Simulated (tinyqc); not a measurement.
# Tunnelling through a two-layer gate stack, WKB transmission and Tsu-Esaki current: what changes with what

Electrons leave the emitter at x = 0. Energies E (motion across the layers) are in eV from the emitter Fermi level; the collector Fermi level lies at -V and offers states at every E. No charge in the dielectric and no image force: F1 = V/(t1 + t2 eps1/eps2), F2 = F1 eps1/eps2; U = phi1 - F1 x in layer 1 and phi2 - F1 t1 - F2 (x - t1) in layer 2. With C = hbar^2/(2 m0), kappa = sqrt(m (U - E)/C) where U > E and 0 elsewhere; T(E) = exp(-S), S = 2 times the integral of kappa over x.

Values chosen for this exercise; layer 1 close to aluminium oxide, layer 2 close to zirconium oxide: temperature T = 350 K; Fermi energy of the emitter above its band bottom Ef = 0.13 eV; emitter mass in the supply function me = 1 m0; barrier of layer 1 above the emitter Fermi level at zero bias phi1 = 2.71 eV; tunnelling mass of layer 1 m1 = 0.39 m0; thickness of layer 1 t1 = 0.9 nm; relative permittivity of layer 1 eps1 = 8.66; barrier of layer 2 at zero bias phi2 = 1.4 eV; tunnelling mass of layer 2 m2 = 0.24 m0; thickness of layer 2 t2 = 2.1 nm; relative permittivity of layer 2 eps2 = 24.3; voltage across the dielectric V = 0.3 V.

Constants: q = 1.602176634e-19 C, kB = 1.380649e-23 J/K, hbar = 1.054571817e-34 J s, m0 = 9.1093837015e-31 kg, Vt = kB T/q, hbar^2/(2 m0) = 0.0380998212 eV nm^2. Results are converted to the units shown.

Each table varies one quantity; the others keep the values above.

## Effect of the tunnelling mass m2

Each layer adds (2/F) sqrt(m/C) [G(u at its left edge) - G(u at its right edge)] to S, with u = U - E (0 where negative) and G(u) = (2/3) u^1.5. J = J0 times the integral of T(E) N(E) dE, N = ln[(1 + exp(-E/Vt))/(1 + exp((-E - V)/Vt))], J0 = q^2 me m0 kB T/(2 pi^2 hbar^3) (times 1e-4 for A/cm^2 per eV), from E = -Ef to far above the barrier (T = 1 there), by quadrature converged to the digits shown.

Effect of the tunnelling mass m2:
```
m2 (m0),S at E = 0,T(E = 0),J (A/cm^2),mean E of the current (eV)
0.12,17.39,2.801e-8,3.181,-0.06116
0.15,18.34,1.083e-8,1.200,-0.06003
0.2,19.73,2.688e-9,0.2878,-0.05833
0.25,20.96,7.877e-10,0.08189,-0.05678
0.31,22.28,2.104e-10,0.02121,-0.05505
0.4,24.04,3.621e-11,0.003508,-0.05264
0.5,25.78,6.382e-12,5.956e-4,-0.05015
0.63,27.79,8.516e-13,7.630e-5,-0.04710
```

What does the table show?

J falls from 3.18 to 7.63e-5 A/cm^2. S goes as m2^(0.28): only one of the two layers feels this mass, so the power is below 0.5.

## Effect of the thickness t1 at fixed voltage

Same model as above.

Results:
```
t1 (nm),S at E = 0,T(E = 0),J (A/cm^2),mean E of the current (eV)
0.5,16.70,5.565e-8,6.105,-0.05953
0.67,18.41,1.012e-8,1.087,-0.05849
0.84,20.12,1.826e-9,0.1922,-0.05745
1.19,23.66,5.295e-11,0.005355,-0.05525
1.36,25.39,9.438e-12,9.367e-4,-0.05416
1.53,27.11,1.678e-12,1.635e-4,-0.05304
1.7,28.84,2.979e-13,2.851e-5,-0.05190
```

Estimate the missing row, t1 = 1.01 nm.

Computed row:
```
t1 (nm),S at E = 0,T(E = 0),J (A/cm^2),mean E of the current (eV)
1.01,21.84,3.277e-10,0.03383,-0.05639
```

With this row back in the table: J falls from 6.11 to 2.85e-5 A/cm^2: 4.41 decades a nanometre between the first two rows and 4.46 between the last two. The exponent S alone gives dS/dt/ln 10 = 4.36 and 4.42. In 2 of the 8 rows a layer is thinner than 0.8 nm, a few atomic planes, where an effective mass is a rough description.

Computed by the program tinyqc: `OMP_NUM_THREADS=1 python tinyqc.py 2540155 2540156 out.jsonl`, one thread of a shared Intel Xeon 2.30GHz, about 0.03 s for the whole run.
